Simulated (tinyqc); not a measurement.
Comparisons within one model: buckled dimers of a reconstructed (001) surface, two dangling bonds a dimer. A value that a table varies takes the place of the one given here.

In a dimer one atom moves up by z and the other down by z; the dangling bond of the up atom (more s-like) falls by gm z and that of the down atom rises by gm z. With all dimers tilted alike: H(k) = [[-gm z - 2 ta cos k, -tp - 2 tx cos k], [., gm z - 2 ta cos k]], k along the row in 1/a. Two electrons a dimer fill the lowest N of the 2N levels on the mesh k_j = (j + 1/2) pi/N. Total energy a dimer: W(z) = (2/N) sum of the filled levels + kf z^2. Repulsion between electrons is left out.

Inputs chosen for the exercise (of the size met on Si(001); the results hold for these values, not for the real material):
- tp = 0.33 eV (pi coupling inside a dimer)
- ta = 0.19 eV (coupling between like atoms along the row)
- tx = 0.05 eV (diagonal coupling along the row)
- gm = 2.34 eV/angstrom (shift of a dangling bond with height)
- kf = 8.1 eV/angstrom^2 (force constant of buckling)
- N = 8 (k points)

## Energy against buckling

W relative to z = 0; gap as lowest upper less highest lower level on 201 points from 0 to pi.

Per dimer (eV):

| z (angstrom) | band energy | elastic | W | gap |
|---|---|---|---|---|
| 0.00 | 0.0000 | 0.0000 | 0.0000 | -0.1000 |
| 0.05 | -0.0311 | 0.0203 | -0.0108 | -0.0563 |
| 0.10 | -0.1320 | 0.0810 | -0.0510 | 0.0577 |
| 0.15 | -0.2878 | 0.1822 | -0.1055 | 0.2147 |
| 0.20 | -0.4698 | 0.3240 | -0.1458 | 0.3970 |
| 0.30 | -0.8753 | 0.7290 | -0.1463 | 0.8019 |
| 0.40 | -1.3081 | 1.2960 | -0.0121 | 1.2339 |
| 0.50 | -1.7538 | 2.0250 | 0.2712 | 1.6789 |
| 0.60 | -2.2065 | 2.9160 | 0.7095 | 2.1311 |

What can be read from the table?

W is lowest at z = 0.3 among these rows (-0.1463 eV). The band energy falls as z^2 at first and linearly, as -2 gm z, once gm z is far above tp, so the elastic term always wins at large z. The gap opens near z = 0.075 angstrom.

## Strong pi bonds keep dimers flat

tp is varied; z minimises W on 0 to 1 angstrom; gap on 201 points; charge moved: the mean of gm z/sqrt((gm z)^2 + h^2) over the mesh, h the off-diagonal element.

Against tp:

| tp (eV) | z (angstrom) | gain (eV) | gap (eV) | charge moved (e) |
|---|---|---|---|---|
| 0.10 | 0.2842 | 0.1981 | 0.5996 | 0.984 |
| 0.20 | 0.2747 | 0.1920 | 0.6000 | 0.951 |
| 0.30 | 0.2582 | 0.1708 | 0.6008 | 0.894 |
| 0.45 | 0.2162 | 0.0797 | 0.6026 | 0.749 |
| 0.60 | 0.1375 | 0.0102 | 0.6051 | 0.476 |
| 0.80 | 0.0000 | 0.0000 | 0.8400 | 0.000 |
| 1.00 | 0.0000 | 0.0000 | 1.2400 | 0.000 |
| 1.30 | 0.0000 | 0.0000 | 1.8400 | 0.000 |
| 1.60 | 0.0000 | 0.0000 | 2.4400 | 0.000 |

What can be read from the table?

Dimers buckle for tp up to 0.6 eV among these rows; for an isolated dimer the limit is gm^2/kf = 0.676 eV. While buckled, the splitting, on average over k, stays near 2 gm^2/kf = 1.352 eV whatever tp is, and beyond the limit it follows 2 tp; the gap is smaller by the width of the bands, about 4 ta = 0.76 eV.

## Tilting alike or in alternation

Alternation doubles the cell: sites L1, R1, L2, R2 with levels -gm z, +gm z, +gm z, -gm z, -tp inside a dimer, -2 ta cos k between L1-L2 and R1-R2, -2 tx cos k between L1-R2 and R1-L2, on k_j = (j + 1/2) pi/(2N); the lowest half of the levels is filled. Energies a dimer; gaps on these meshes.

Two patterns:

| z (angstrom) | W alike (eV) | W alternating (eV) | difference (meV) | gap alike (eV) | gap alternating (eV) |
|---|---|---|---|---|---|
| 0.05 | -0.6922 | -0.7382 | -46.0 | -0.0419 | 0.2258 |
| 0.10 | -0.7323 | -0.8104 | -78.1 | 0.0719 | 0.4532 |
| 0.15 | -0.7869 | -0.8704 | -83.6 | 0.2289 | 0.6803 |
| 0.20 | -0.8271 | -0.9085 | -81.4 | 0.4112 | 0.9098 |
| 0.30 | -0.8277 | -0.8981 | -70.4 | 0.8161 | 1.3687 |
| 0.40 | -0.6934 | -0.7528 | -59.4 | 1.2482 | 1.8282 |
| 0.50 | -0.4101 | -0.4607 | -50.6 | 1.6932 | 2.2873 |

What can be read from the table?

The lowest W listed is -0.8277 eV for like tilts and -0.9085 eV for alternation; the difference at equal z runs from -83.6 to -46.0 meV. With alternation ta joins filled up atoms to empty down atoms and gains energy in second order, about 2 ta^2/(gm z) a dimer at large z, while tx does so for like tilts; here ta = 0.19 and tx = 0.05 eV. At z = 0.3 the gap is 0.816 eV alike and 1.369 eV alternating.

## What each parameter does

z minimises W on 0 to 1 angstrom; gain over flat dimers; gap on 201 points from 0 to pi. Each row changes one parameter from the base and keeps the others.

Results:

| case | z (angstrom) | gain (eV) | gap (eV) |
|---|---|---|---|
| base | 0.2516 | 0.1614 | 0.6011 |
| tp = 0.281 eV | 0.2619 | 0.1736 | 0.6007 |
| ta = 0.22 eV | 0.2516 | 0.1140 | 0.4811 |
| tx = 0.08 eV | 0.2507 | 0.1702 | 0.6152 |
| gm = 2.527 eV/angstrom | 0.2827 | 0.2504 | 0.8242 |
| kf = 7.29 eV/angstrom^2 | 0.2877 | 0.2201 | 0.7501 |

What does this show?

The largest shifts from the base row, up to three for each result and ties (the steps differ in size, so this ranks the rows, not the parameters). z (angstrom): kf +0.0361, gm +0.0311, tp +0.0103; unchanged at the printed digits by ta. gain (eV): gm +0.0890, kf +0.0587, ta -0.0473. gap (eV): gm +0.2230, kf +0.1490, ta -0.1200.

Computed by tinyqc, a small Python program: `OMP_NUM_THREADS=1 python tinyqc.py 1480983 1480984 out.jsonl` (the numbers bound the seed that draws the inputs); one thread of a shared host (Intel(R) Xeon(R) Processor @ 2.30GHz), about 0.02 s for the whole set of steps.
